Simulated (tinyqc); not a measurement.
Six-transistor SRAM cell, nodal equations and margins: one step of the calculation.

Two cross-coupled inverters (pull-down bn, pull-up bp) hold the nodes Q and QB; access transistors (ba, threshold VTn, gate on the word line at Vdd when selected) join them to the bit lines. Transistor (EKV form, voltages against the body): I = 2 n b Vt^2 [F(vp - Vs) - F(vp - Vd)] from drain to source, F(v) = ln^2(1 + exp(v/(2 Vt))), vp = (Vg - VT + sg |Vd - Vs|)/n. n-channel bodies are at 0; for the p-channel device all voltages are counted down from Vdd. b in uA/V^2 gives I in uA. For an access transistor the bit line is the drain and the node the source. In a read both bit lines are at Vdd. The cell is symmetric (no mismatch).

Question. Node voltages in a read by Newton steps. F1 = In(gate QB, drain Q) - Ip(gate QB, drain Q) - Ia(bit line, Q), F2 the same with Q and QB exchanged; J by central differences with +/- 1e-6 V; solve J d = -F, limit each component to +/- 0.15 V and add.

Parameters, values chosen for the exercise:

| symbol | value | unit | meaning |
|---|---|---|---|
| T | 300 | K | temperature |
| Vdd | 1 | V | supply voltage |
| n | 1.16 |  | slope factor |
| sg | 0.081 |  | drain-induced barrier lowering |
| VTn | 0.35 | V | n-channel threshold |
| VTp | 0.26 | V | p-channel threshold (magnitude) |
| bn | 180 | uA/V^2 | gain factor of the pull-down transistor |
| ba | 150 | uA/V^2 | gain factor of the access transistor |
| bp | 62 | uA/V^2 | gain factor of the pull-up transistor |

Constants: q = 1.602176634e-19 C, kB = 1.380649e-23 J/K, Vt = kB T/q. Results are converted to the units shown.

(Q, QB) after iteration 1 (V): Q 0.14745535, QB 0.99999550

Find: F1, F2; J; (Q, QB) after iteration 2.

Answer.

F1, F2 (uA): [-4.119, 0.004]

J (uS):

|  | Q | QB |
|---|---|---|
| F1 | 178.4 | 26.6 |
| F2 | 0.1 | 36.7 |

(Q, QB) after iteration 2 (V): Q 0.1706, QB 0.9998

tinyqc, about 0.1 s, one thread, Intel Xeon 2.30GHz (shared host): `OMP_NUM_THREADS=1 python tinyqc.py 2340001 2340002 out.jsonl`
